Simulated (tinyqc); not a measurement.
Single-junction solar cell, detailed-balance limit: effect of the concentration.

Every photon above the gap Eg makes one pair and none below is absorbed; carriers thermalise at T and move without loss. Jsc = q fs X Phi(Eg, Ts); the dark current is J0 = q ge Phi(Eg, T)/ERE with the Boltzmann factor exp(V/Vt). The efficiency is the electrical power over fs X sigma Ts^4.

Photon flux above E from a black body at temperature T into a hemisphere: Phi(E, T) = A sum_k exp(-k E/th)[E^2 th/k + 2 E th^2/k^2 + 2 th^3/k^3], k = 1, 2, ..., with th = kB T/q in eV and A = 2 pi q^3/(h^3 c^2). J(V) = Jsc - J0 (exp(V/Vt) - 1); Voc = Vt ln(1 + Jsc/J0); at maximum power v = Vmp/Vt solves (1 + v) exp(v) = 1 + Jsc/J0. Pin = fs X sigma Ts^4, sigma = 2 pi^5 kB^4/(15 h^3 c^2). FF = Vmp Jmp/(Voc Jsc).

Inputs (values chosen for the exercise): cell temperature T = 350 K; temperature of the black-body sun Ts = 7000 K; share of the hemisphere filled by the sun fs = 2.16e-5; external radiative efficiency ERE = 0.01; number of faces that emit ge = 2; band gap Eg = 1.15 eV.

Constants: q = 1.602176634e-19 C, kB = 1.380649e-23 J/K, h = 6.62607015e-34 J s, c = 299792458 m/s, Vt = kB T/q. Results are converted to the units shown.

Results:

| X | Jsc (mA/cm^2) | Voc (V) | Eg/q - Voc (V) | FF | efficiency (%) |
|---|---|---|---|---|---|
| 1 | 110.9 | 0.7278 | 0.4222 | 0.8323 | 22.84 |
| 10 | 1109 | 0.7972 | 0.3528 | 0.8431 | 25.34 |
| 30 | 3326 | 0.8304 | 0.3196 | 0.8478 | 26.54 |
| 100 | 1.109e4 | 0.8667 | 0.2833 | 0.8525 | 27.86 |
| 300 | 3.326e4 | 0.8998 | 0.2502 | 0.8566 | 29.06 |
| 1000 | 1.109e5 | 0.9361 | 0.2139 | 0.8608 | 30.38 |
| 3000 | 3.326e5 | 0.9693 | 0.1807 | 0.8644 | 31.59 |

Estimate the missing row, X = 3.

Computed row:

| X | Jsc (mA/cm^2) | Voc (V) | Eg/q - Voc (V) | FF | efficiency (%) |
|---|---|---|---|---|---|
| 3 | 332.6 | 0.7609 | 0.3891 | 0.8376 | 24.03 |

With this row back in the table: As X goes from 1 to 3000, Jsc rises from 111 to 3.33e5 mA/cm^2, Voc rises from 0.728 to 0.969 V and the efficiency rises from 22.8 to 31.6 %. Voc gains 69.4 mV a decade of concentration (Vt ln 10), while Jsc/Pin stays the same. At X = 3000 Voc lies within 6 Vt of the gap, where the Boltzmann form of the emission begins to fail. For X = 300 to 3000 the current passes 20 A/cm^2, where series resistance and heating, left out here, would dominate.

Program tinyqc, `OMP_NUM_THREADS=1 python tinyqc.py 2820020 2820021 out.jsonl`; Intel Xeon 2.30GHz, shared host, one thread, about 0.01 s.
